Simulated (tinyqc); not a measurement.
Hydrogen passivation of interface dangling bonds: competing passivation and dissociation with distributed barriers: one step, computed by the program tinyqc. Command: `OMP_NUM_THREADS=1 python tinyqc.py 3026683 3026684 out.jsonl passiv walk`. One thread of a shared host (Intel(R) Xeon(R) Processor @ 2.30GHz), about 0.01 s of CPU time with the checks.

P_b + H2 gives P_bH + H at the rate k_f [H2]; P_bH gives P_b + H at the rate k_d. All defects start unpassivated. E_f and E_d are Gaussian and independent.

Problem. Single barriers. [H2] = solubility factor x p; a = k_f0 [H2] exp(-E_f/(k_B T)), d = k_d0 exp(-E_d/(k_B T)). For one pair of barriers the active share is y = [d + a exp(-(a + d) t)]/(a + d). Temperatures in kelvin are T(C) + 273.15.

Inputs (values chosen for the exercise, close to those used for P_b centres at the silicon-oxide interface): passivation prefactor k_f0 = 9.3e-08 cm^3/s; mean passivation barrier E_f = 1.54 eV; spread sigma_f = 0.063 eV; dissociation prefactor k_d0 = 1.1e+13 1/s; mean dissociation barrier E_d = 2.82 eV; spread sigma_d = 0.11 eV; H2 in the oxide per atm, solubility factor = 1.6e+18 1/(cm^3 atm); hydrogen pressure p = 1 atm; anneal temperature T = 575 C; anneal time t = 400 s.

Constants: k_B = 8.617333262e-05 eV/K.

Give: passivation rate a; dissociation rate d; a t; steady active share d/(a + d); active share, single barriers.

Solution.

passivation rate a = 105.1 1/s

dissociation rate d = 1.926e-04 1/s

a t = 42059

steady active share d/(a + d) = 1.832e-06

active share, single barriers = 1.832e-06

Passivation has run its course, and the balance with dissociation sets the remainder. Caution: single-barrier shares below about 1e-3 are formal; measured passivation levels off well above them.
